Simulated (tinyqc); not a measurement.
Boltzmann transport in a parabolic band with a power-law relaxation time: sweeps and comparisons. A value that a table varies takes the place of the one given here.

F_j(eta) = (1/Gamma(j + 1)) integral_0^infinity x^j dx/(1 + exp(x - eta)), which tends to exp(eta) for eta << 0.

tau = tau0 x^r with x = E/kT. With K_j = Gamma(j + 1) F_j(eta): <tau> = tau0 (r + 3/2) K_(r+1/2)/((3/2) K_(1/2)); mu = <tau>/(mc m0/e), m0/e = 5.685630e-12 kg/C; Hall factor rH = (3/2) K_(1/2) (2r + 3/2) K_(2r+1/2)/((r + 3/2) K_(r+1/2))^2; Seebeck S = -(kB/e) [(r + 5/2) K_(r+3/2)/((r + 3/2) K_(r+1/2)) - eta]; Lorenz number L = (kB/e)^2 [(r + 7/2) K_(r+5/2)/((r + 3/2) K_(r+1/2)) - ((r + 5/2) K_(r+3/2)/((r + 3/2) K_(r+1/2)))^2]; kB/e in V/K. Valley anisotropy is left out of rH.

n = N F_1/2(eta) with N = 2 (m kB T/(4 pi c))^(3/2) with c = hbar^2/2m0, in 1/angstrom^3; times 1e24 for 1/cm^3, m = md.

Constants: kB = 8.617333262e-05 eV/K; hbar^2/2m0 = 3.80998211 eV angstrom^2.

Values chosen for the exercise (masses near those of Ge; tau0 is set for a mobility of the usual size at this n, kL is a free input; freeze-out and phonon drag, which matter near 77 K, are left out; not measured data):
- ta = 76 fs (acoustic tau at E = kT and 300 K)
- ti = 210 fs (impurity tau at E = kT and 300 K)
- mc = 0.1176 m0 (conductivity mass)
- md = 0.544 m0 (density-of-states mass)
- tau0 = 76 fs (tau at E = kT)
- r = 1.5 (exponent of tau)
- T = 77 K
- kL = 14 W/(m K) (lattice thermal conductivity)
- n = 1e+17 1/cm^3 (electron density)

## The scattering mechanism

eta = -2.54507

Same eta for each exponent.

Results:
```
r                                     mechanism  <tau>/tau0     rH  S (microvolt/K)  L (1e-8 W ohm/K^2)
-0.5                           acoustic phonons       0.744  1.173           -394.9               1.499
0.0                  a constant relaxation time       1.000  1.000           -437.7               1.863
0.5   polar optical or piezoelectric scattering       1.516  1.102           -480.3               2.228
1.5                          ionised impurities       4.592  1.911           -565.7               2.963
```

From r = -1/2 to 3/2 |S| grows by 170.7 microvolt/K, against 2 kB/e = 172.3 in the non-degenerate limit: scattering that favours fast electrons raises the mean energy carried. rH is 1 only for constant tau and reaches 1.911 for r = 3/2; L spans 1.499 to 2.963 against the metallic 2.443.

## Mobility against temperature (two scattering mechanisms together, and the Matthiessen rule)

Non-degenerate electrons. 1/tau(x) = x^(1/2)/tA + 1/(tI x^(3/2)), x = E/kT, with tA = ta (T/300)^(-3/2) and tI = ti (T/300)^(3/2) (the screening logarithm is held fixed). <tau> = integral x^(3/2) tau exp(-x) dx/Gamma(5/2); mu = <tau>/(mc m0/e), m0/e = 5.685630e-12 kg/C. Matthiessen: 1/mu = 1/muA + 1/muI with <tau>A = tA Gamma(2)/Gamma(5/2), <tau>I = tI Gamma(4)/Gamma(5/2).

rH = <tau^2>/<tau>^2. ta and ti are inputs of their own, not tied to tau0.

Mobilities (cm^2/(V s)):
```
T (K)  acoustic  impurity  Matthiessen     exact     rH  Matthiessen/exact
40     1.76e+04       690          664       617  1.687              1.076
60     9.56e+03  1.27e+03     1.12e+03       941  1.462              1.189
80     6.21e+03  1.95e+03     1.49e+03  1.14e+03  1.299              1.306
120    3.38e+03  3.59e+03     1.74e+03  1.22e+03  1.129              1.421
160    2.20e+03  5.52e+03     1.57e+03  1.12e+03  1.061              1.397
220    1.36e+03  8.90e+03     1.18e+03       912  1.031              1.295
300         855  1.42e+04          806       678  1.034              1.189
400         555  2.18e+04          542       486  1.053              1.115
550         344  3.52e+04          341       321  1.082              1.062
```

The exact mobility peaks at 120 K of those listed. The two mechanisms are equal between 80 and 120 K. The rule overestimates everywhere, most at 120 K (by 42 %), since impurities stop the slow electrons and phonons the fast ones. rH runs between 1.031 and 1.687; the pure limits are 1.178 and 1.933, and the mixture dips below both, since the opposite energy slopes of the two rates leave tau nearly constant. Optical and intervalley phonons, left out, lower real mobilities above about 150 K.

## What moves the coefficients

sigma = e n mu with e = 1.602176634e-19 C; ZT = S^2 sigma T/(kL + L sigma T). Each row changes one parameter from the base and keeps the others.

Results:
```
case              mu (cm^2/(V s))  sigma (S/cm)  S (microvolt/K)      ZT
base                         5220         83.63           -565.7  0.0147
md = 0.707 m0                5191         83.17           -599.8  0.0164
mc = 0.1529 m0               4015         64.33           -565.7  0.0113
n = 2e+17 1/cm^3             5310         170.2           -505.3  0.0238
tau0 = 114 fs                7830         125.5           -565.7  0.0220
kL = 7 W/(m K)               5220         83.63           -565.7  0.0294
T = 127 K                    5173         82.87           -630.7  0.0298
```

The largest shifts from the base row, up to three for each result and ties (the steps differ in size, so this ranks the rows, not the parameters). mu (cm^2/(V s)): tau0 +2.61e+03, mc -1.21e+03, n +90.1; unchanged at the printed digits by kL. sigma (S/cm): n +86.5, tau0 +41.8, mc -19.3; unchanged at the printed digits by kL. S (microvolt/K): T -65.0, n +60.4, md -34.1; unchanged at the printed digits by mc, tau0 and kL. ZT: T +0.0151, kL +0.0147, n +0.00913. The row for T keeps tau0 fixed; for phonon scattering tau0 itself falls as T rises.

Run: tinyqc, `OMP_NUM_THREADS=1 python tinyqc.py 1681605 1681606 out.jsonl`; Intel(R) Xeon(R) Processor @ 2.30GHz, one thread, shared host; about 0.01 s of CPU time with all checks.
